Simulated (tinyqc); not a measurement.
Inside a calculation. Method: CIS and TDHF on RHF in the sto-3g basis, frozen core, for BeH+, spin multiplicity 1. One step of it, computed by the program tinyqc.

Task: CIS matrix, triplets. A(ia,jb) = (e_a - e_i) d_ij d_ab - (ij|ab).

orbital energies (hartree): MO1 -5.015224, MO2 -0.717818, MO3 -0.261198, MO4 -0.139353, MO5 -0.139353, MO6 0.284288

Two-electron integrals over orbitals (pq|rs), unique and non-zero (hartree); the lowest 1 orbital is frozen and left out:
```
(22|22) 0.516486    (32|22) -0.067406   (32|32) 0.038456    (33|22) 0.320280
(33|32) 0.030340    (33|33) 0.462103    (42|42) 0.043193    (43|42) 0.031461
(43|43) 0.051540    (44|22) 0.364324    (44|32) 0.022039    (44|33) 0.397035
(44|44) 0.449859    (52|52) 0.043193    (53|52) 0.031461    (53|53) 0.051540
(54|54) 0.024249    (55|22) 0.364324    (55|32) 0.022039    (55|33) 0.397035
(55|44) 0.401360    (55|55) 0.449859    (62|22) 0.051756    (62|32) -0.047636
(62|33) -0.025749   (62|44) -0.058328   (62|55) -0.058328   (62|62) 0.121674
(63|22) -0.056025   (63|32) 0.032910    (63|33) 0.056887    (63|44) 0.020310
(63|55) 0.020310    (63|62) -0.049254   (63|63) 0.050568    (64|42) -0.029286
(64|43) -0.013470   (64|64) 0.025741    (65|52) -0.029286   (65|53) -0.013470
(65|65) 0.025741    (66|22) 0.514950    (66|32) -0.067009   (66|33) 0.348959
(66|44) 0.368525    (66|55) 0.368525    (66|62) 0.081933    (66|63) -0.056786
(66|66) 0.553479
```

Give: CIS matrix A, triplet.

Result:

CIS matrix A, triplet (hartree), lower triangle:
```
        2>3     2>4     2>5     2>6
2>3  0.1363
2>4  0.0000  0.2141
2>5  0.0000  0.0000  0.2141
2>6  0.0560  0.0000  0.0000  0.4872
```
